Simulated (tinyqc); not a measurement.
# Worked calculation: resistance of a tapered via with liner, size effect and interface

Computed by the program tinyqc: `OMP_NUM_THREADS=1 python tinyqc.py 2750192 2750193 out.jsonl`, one thread of a shared Intel Xeon 2.30GHz, about 0.01 s for the whole run. Printed values are rounded.

A round via whose diameter grows from db at the bottom as D(z) = db + 2 z/tan(ang). The fill, of diameter D - 2 tl, starts above the bottom liner (thickness fb tl) and has rho = rho0 (1 + ks lam/(D - 2 tl)); the sidewall liner conducts in parallel with it. The bottom liner and the interface are crossed over the full area pi db^2/4. Spreading in the lines above and below is left out.

Inputs (values chosen for the exercise); fill metal close to molybdenum:
- db = 18 nm (diameter at the bottom)
- hv = 62 nm (height)
- ang = 86 degrees (sidewall angle)
- rho0 = 5.16 uohm cm (bulk resistivity of the fill)
- lam = 10.9 nm (mean free path of the fill)
- ks = 0.9 (size-effect factor)
- tl = 0.2 nm (liner on the sidewall)
- fb = 0.5 (liner at the bottom over that on the sidewall)
- rl = 220 uohm cm (resistivity of the liner)
- ri = 1.6e-12 ohm cm^2 (interface resistivity at the bottom)
- Sb = 1.3e15 S/m^2 (ballistic conductance per area, about 3/(4 rho0 lam))

## Slices of the via

Slices between z0 = fb tl and hv, evaluated at their midpoints: conductance per length pi/4 [(D - 2 tl)^2/rho + (D^2 - (D - 2 tl)^2)/rl], slice resistance = slice height over that. 8 slices.

z, slice 0 to 7 (nm): [3.96875, 11.7063, 19.4438, 27.1812, 34.9188, 42.6562, 50.3937, 58.1313]
D, slice 0 to 7 (nm): [18.5550, 19.6372, 20.7193, 21.8014, 22.8835, 23.9656, 25.0477, 26.1299]
rho, slice 0 to 7 (uohm cm): [7.94818, 7.79134, 7.65121, 7.52525, 7.41141, 7.30803, 7.21372, 7.12735]
slice resistance, slice 0 to 7 (ohm): [2.37184, 2.07107, 1.82316, 1.61654, 1.44264, 1.29497, 1.16856, 1.05955]

## Total resistance

R_fill = sum of the slices; R_bottom = rl fb tl/(pi db^2/4); R_interface = ri/(pi db^2/4); ballistic (Sharvin) limit 1/(Sb pi (db - 2 tl)^2/4); ideal cylinder rho0 hv/(pi db^2/4).

parts (ohm): fill 12.8483, bottom liner 0.864545, interface 0.628760
R = 14.3416 ohm
shares (%): fill 89.5876, bottom liner 6.0282, interface 4.3842
ballistic limit = 3.16185 ohm
ideal cylinder = 12.5721 ohm

The fill is the largest part, and R is 1.14 times the ideal cylinder. With 2000 slices R = 14.353 ohm.
